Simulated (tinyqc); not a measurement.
Hole mobility in a silicon inversion layer, empirical terms and Matthiessen rule: one step of the calculation.

Inversion layer of sheet density Ns on a uniformly doped body. The mobility terms are empirical power laws with prefactors chosen for the exercise; adding their inverses (Matthiessen) is itself an approximation.

Task. Mobility terms and their sum. With t = T/(300 K): muC = Ac (Ns/1e12 cm^-2) t/(Nb/1e17 cm^-3 + Nit/1e11 cm^-2), muP = Ap E^(-1/3) t^(-1.75), muS = As E^(-gs); 1/mu is the sum of the inverses.

Parameters, values chosen for the exercise; material values close to those of silicon: temperature T = 350 K; body doping Nb = 1.1e18 cm^-3; phonon-limited mobility at 1 MV/cm and 300 K Ap = 119 cm^2/(V s); roughness-limited mobility at 1 MV/cm As = 449 cm^2/(V s); exponent of the roughness term gs = 1; Coulomb prefactor Ac = 820 cm^2/(V s); charge at the interface Nit = 3.5e10 cm^-2; inversion density Ns = 5.1e11 cm^-2.

E = 0.67106371 MV/cm

Find: terms; mu; shares of 1/mu.

Result.

terms (cm^2/(V s)): Coulomb 42.99, phonon 103.8, roughness 669.1
mu = 29.08 cm^2/(V s)
shares of 1/mu (%): Coulomb 67.64, phonon 28.02, roughness 4.346

The Coulomb term limits most.

Program tinyqc, `OMP_NUM_THREADS=1 python tinyqc.py 2510056 2510057 out.jsonl`; Intel Xeon 2.30GHz, shared host, one thread, about 0.01 s.
